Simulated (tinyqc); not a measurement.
## Line constants from open and short measurements

Problem. A uniform line of length len, under a quarter wavelength, has Z_open = Zc coth(gamma len) and Z_short = Zc tanh(gamma len); gamma Zc = r + i w l and gamma/Zc = g + i w c, w = 2 pi f. Find r, l and c.

Inputs (values chosen for the exercise):
```
symbol,value,unit,meaning
len,0.39,mm,length
f,0.69,GHz,frequency
```

Zin with the far end open = 61.2003-5117.7563i ohm
Zin with the far end shorted = 30.064256+0.429566i ohm

Solution. The product of the two impedances is Zc^2 and their ratio tanh^2(gamma len); the principal branch holds below a quarter wavelength.

r = 77.08 ohm/mm
l = 0.2889 nH/mm
c = 115.5 pF/m

Numbers from tinyqc (`OMP_NUM_THREADS=1 python tinyqc.py 2810173 2810174 out.jsonl`; about 0.01 s on one thread of a shared Intel Xeon 2.30GHz).
